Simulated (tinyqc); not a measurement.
Inside a calculation. Model: vertical double-diffused power MOSFET, components of the on-resistance.

tinyqc, about 0.01 s, one thread, Intel Xeon 2.30GHz (shared host): `OMP_NUM_THREADS=1 python tinyqc.py 2230126 2230127 out.jsonl` Printed values are rounded.

Stripe cells of pitch Wp + a, two channels a cell. Current flows through the channels, spreads in the accumulation layer, passes the gap between the p bodies and spreads at 45 degrees into the drift layer below them. Low drain voltage, full ionisation.

Parameters, values chosen for the exercise; bulk values close to those of 4H silicon carbide:
```
symbol,value,unit,meaning
T,450,K,temperature
eps_r,9.99,,relative permittivity
Kc,23500,V/cm per (cm^-3)^(1/8),critical-field constant
BV,1700,V,rated breakdown voltage of the drift layer
mud,812,cm^2/(V s),drift mobility at 300 K
bt,2.1,,temperature exponent of the drift mobility
tox,77,nm,gate oxide thickness (eps_r 3.9)
Vov,9,V,gate overdrive
mch,38,cm^2/(V s),channel mobility
mac,150,cm^2/(V s),accumulation-layer mobility
Lc,1.3,um,channel length
Wp,4.7,um,"width of the p body in one cell, channels included"
a,1.9,um,gap between neighbouring p bodies
xp,0.6,um,depth of the p body
Nj,3,,doping of the gap over the drift doping
Vbi,2.76,V,built-in voltage of the body junction
Rs,0.52,mohm cm^2,substrate and contact resistance
```

Constants: q = 1.602176634e-19 C, eps0 = 8.8541878128e-14 F/cm where lengths are in cm. Results are converted to the units shown.

## Drift layer

Triangular field at breakdown with Ec = Kc N^(1/8): BV = eps0 eps_r Ec^2/(2 q N), so N = (eps0 eps_r Kc^2/(2 q BV))^(4/3); W = 2 BV/Ec; mu = mud (T/300 K)^(-bt); rho = 1/(q mu N); ideal resistance rho W.

drift doping N = 8.64731e15 cm^-3
Ec = 2.30769 MV/cm
drift thickness W = 14.7333 um
electron mobility mu at T = 346.549 cm^2/(V s)
drift resistivity rho = 2.08278 ohm cm
ideal resistance = 3.06864 mohm cm^2

## Components of the on-resistance

Pitch p = Wp + a, Cox = 3.9 eps0/tox; zero-bias depletion in the gap w0 = sqrt(2 eps0 eps_r Vbi/(q N Nj)), open gap g = a - 2 w0; R_ch = Lc p/(2 mch Cox Vov); R_acc = 0.6 a p/(4 mac Cox Vov), 0.6 being an empirical factor for current leaving the layer along its length; R_gap = (rho/Nj) xp p/g; spreading depth t = min(W, (p - g)/2); R_drift = (rho p/2) ln((g + 2 t)/g) + rho (W - t); R_on = the sum with Rs.

w0 = 0.342744 um
g = 1.21451 um
components (mohm cm^2): channel 2.79710, accumulation 0.310694, gap 0.226369, drift 3.67124, substrate 0.52
R_on = 7.52541 mohm cm^2
shares (%): channel 37.1688, accumulation 4.1286, gap 3.0081, drift 48.7846, substrate 6.9099

The drift term is the largest. R_on is 2.45 times the ideal drift resistance rho W, and spreading raises the drift term to 1.20 times it.
